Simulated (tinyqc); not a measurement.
# Cluster expansion of a binary alloy: correlations, fit, cross-validation and ground states, step by step

A worked calculation. Computed by tinyqc, a small Python program that keeps every step. Command: `OMP_NUM_THREADS=1 python tinyqc.py 3000532 3000533 out.jsonl clex walk`. One thread of a shared host (Intel(R) Xeon(R) Processor @ 2.30GHz), about 0.07 s of CPU time with the checks. Intermediate numbers are printed to about 6 digits and carried at full precision; extremes and crossings named in words are read from the listed rows.

s = +1 for A and -1 for B. Energy per site E = J0 + J1 P(point) + sum over clusters of m V P, with P the mean product of spins; V > 0 on a pair favours unlike neighbours. Clusters per site m: pair 1 4, pair 2 3, pair 3 6, triplet 12; the triplet is two first-neighbour bonds closed by a second-neighbour bond. Formation energies are counted from the line between pure A and pure B, which removes J0 and J1.

Inputs (values chosen for the exercise, for a model alloy): first-pair interaction V1 = -26.6 meV; second-pair interaction V2 = 10 meV; third-pair interaction V3 = 0.76 meV; triplet interaction Vt = -4.3 meV; noise amplitude = 4.8 meV/site; temperature T = 2800 K; fraction x of B = 0.34.

Lattice: bcc.

Constants: k_B = 8.617333262e-05 eV/K.

## Design matrix

correlations P, counted on periodic cells, rows A, A3B D0_3, A3B (001) layers, A2B C11_b, AB B2, AB B32, A2B2 B11, AB (110) layers, AB2 C11_b, AB3 D0_3, AB3 (001) layers, B, columns point, pair 1, pair 2, pair 3, triplet:
$$\begin{pmatrix}
1.00000 & 1.00000 & 1.00000 & 1.00000 & 1.00000 \\
0.50000 & 0.00000 & 0.00000 & 1.00000 & -0.50000 \\
0.50000 & 0.00000 & 0.66667 & 0.33333 & 0.16667 \\
0.33333 & -0.33333 & 0.55556 & 0.11111 & -0.11111 \\
0.00000 & -1.00000 & 1.00000 & 1.00000 & 0.00000 \\
0.00000 & 0.00000 & -1.00000 & 1.00000 & 0.00000 \\
0.00000 & 0.00000 & 0.33333 & -0.33333 & 0.00000 \\
0.00000 & 0.00000 & -0.33333 & -0.33333 & 0.00000 \\
-0.33333 & -0.33333 & 0.55556 & 0.11111 & 0.11111 \\
-0.50000 & 0.00000 & 0.00000 & 1.00000 & 0.50000 \\
-0.50000 & 0.00000 & 0.66667 & 0.33333 & -0.16667 \\
-1.00000 & 1.00000 & 1.00000 & 1.00000 & -1.00000
\end{pmatrix}$$

Design matrix of formation energies: m (P - 1) for pairs and m (P(triplet) - P(point)) for the triplet; x = (1 - P(point))/2.

X, rows A, A3B D0_3, A3B (001) layers, A2B C11_b, AB B2, AB B32, A2B2 B11, AB (110) layers, AB2 C11_b, AB3 D0_3, AB3 (001) layers, B, columns pair 1, pair 2, pair 3, triplet:
$$\begin{pmatrix}
0.0000 & 0.0000 & 0.0000 & 0.0000 \\
-4.0000 & -3.0000 & 0.0000 & -12.0000 \\
-4.0000 & -1.0000 & -4.0000 & -4.0000 \\
-5.3333 & -1.3333 & -5.3333 & -5.3333 \\
-8.0000 & 0.0000 & 0.0000 & 0.0000 \\
-4.0000 & -6.0000 & 0.0000 & 0.0000 \\
-4.0000 & -2.0000 & -8.0000 & 0.0000 \\
-4.0000 & -4.0000 & -8.0000 & 0.0000 \\
-5.3333 & -1.3333 & -5.3333 & 5.3333 \\
-4.0000 & -3.0000 & 0.0000 & 12.0000 \\
-4.0000 & -1.0000 & -4.0000 & 4.0000 \\
0.0000 & 0.0000 & 0.0000 & 0.0000
\end{pmatrix}$$

## Formation energies

standard normal numbers for the noise (0 for the pure ends): A 0.000, A3B D0_3 0.832, A3B (001) layers -0.212, A2B C11_b 0.072, AB B2 0.808, AB B32 1.524, A2B2 B11 -0.146, AB (110) layers -1.926, AB2 C11_b 0.675, AB3 D0_3 1.020, AB3 (001) layers -1.297, B 0.000

Exact: X V with V = (V1, V2, V3, Vt). The data to fit add the noise amplitude times the normal numbers, standing for what the clusters leave out.

exact energies (meV/site): A 0.000, A3B D0_3 128.000, A3B (001) layers 110.560, A2B C11_b 147.413, AB B2 212.800, AB B32 46.400, A2B2 B11 80.320, AB (110) layers 60.320, AB2 C11_b 101.547, AB3 D0_3 24.800, AB3 (001) layers 76.160, B 0.000

data (meV/site): A 0.000, A3B D0_3 131.994, A3B (001) layers 109.542, A2B C11_b 147.759, AB B2 216.678, AB B32 53.715, A2B2 B11 79.619, AB (110) layers 51.075, AB2 C11_b 104.787, AB3 D0_3 29.696, AB3 (001) layers 69.934, B 0.000

## Normal equations for V1, V2, Vt

Leave out pair 3: A = X^T X and b = X^T E (E being the data with noise) over these three columns; solve A V = b. The root-mean-square error runs over the structures between the pure ends.

matrix A, rows V1, V2, Vt:
$$\begin{pmatrix}
232.889 & 94.222 & 0.000 \\
94.222 & 79.556 & 0.000 \\
0.000 & 0.000 & 376.889
\end{pmatrix}$$

b (meV): [-5182.64, -1687.10, -1615.19]

fitted V1, V2, Vt (meV): [-26.2540, 9.8875, -4.2856]

root-mean-square error of the three-cluster fit = 6.95985 meV/site

The fit misses V1 by +0.35, V2 by -0.11 and Vt by +0.01 meV; the omitted V3 = 0.76 meV and the noise shift the fitted values.

## Which clusters to keep

For each set, H = X (X^T X)^-1 X^T over the structures between the ends; residual e = E - H E; leave-one-out error e_i/(1 - H_ii); both as root mean squares.

Fits:
```
clusters     fit error (meV/site)  leave-one-out error (meV/site)  largest H_ii
V1                        33.8485                         38.0503      0.274809
V1 V2                     27.2147                         31.3800      0.532056
V1 V3                     32.7500                         40.5813      0.511530
V1 V2 Vt                   6.9599                         10.9374      0.532056
V1 Vt                     21.2960                         25.8561      0.450778
V1 V2 V3                  26.5049                         32.3709      0.711777
V1 V3 Vt                  19.5028                         29.5385      0.511530
V1 V2 V3 Vt                3.2108                          5.0825      0.711777
```

leave-one-out error without pair 3 = 10.9374 meV/site

leave-one-out error with all four = 5.08253 meV/site

The fit error can only fall as clusters are added, to 3.21 meV with all four. The leave-one-out error is least for V1 V2 V3 Vt (5.08 meV): dropping V2, V3 or Vt makes prediction worse at this noise.

## Ground states by the convex hull

Height above the hull = E less the lowest straight line between two structures that bracket x (or the lowest structure at the same x). The three-term fit is X V with the fitted values.

Hull among these structures (meV/site):
```
structure               x  exact E  above hull  fitted E  above hull, fit
A                 0.00000    0.000       0.000     0.000            0.000
A3B D0_3          0.25000  128.000     128.000   126.780          126.780
A3B (001) layers  0.25000  110.560     110.560   112.271          112.271
A2B C11_b         0.33333  147.413     147.413   149.694          149.694
AB B2             0.50000  212.800     212.800   210.032          210.032
AB B32            0.50000   46.400      46.400    45.691           45.691
A2B2 B11          0.50000   80.320      80.320    85.241           85.241
AB (110) layers   0.50000   60.320      60.320    65.466           65.466
AB2 C11_b         0.66667  101.547     101.547   103.982          103.982
AB3 D0_3          0.75000   24.800      24.800    23.926           23.926
AB3 (001) layers  0.75000   76.160      76.160    77.986           77.986
B                 1.00000    0.000       0.000     0.000            0.000
```

lowest exact formation energy = 0 meV/site

Only the pure ends are on the exact hull: at zero temperature the alloy separates. The fit finds the same set. A structure at zero height may lie on a tie line without being a vertex, and structures outside this list could lie lower.

## The random alloy and its short-range order

Random alloy: P(pair) = p^2, P(triplet) = p^3, p = 1 - 2x, so H_mix = (p^2 - 1) sum m V(pairs) + (p^3 - p) m Vt; G_mix = H_mix + k_B T [x ln x + (1 - x) ln(1 - x)]. To first order in 1/T the Warren-Cowley parameter of shell 1 is alpha_1 = -(1 - p^2) V_eff/(k_B T), V_eff = V1 + (number of triplets on a first-neighbour bond) p Vt, that number being 6.

mixing enthalpy H_mix = 79.3048 meV/site

mixing free energy G_mix = -75.3677 meV/site

alpha_1 = 0.129667

alpha_1 > 0: like neighbours cluster.

Checks made by the program: leave-one-out formula against refits (relative difference below 1e-10).
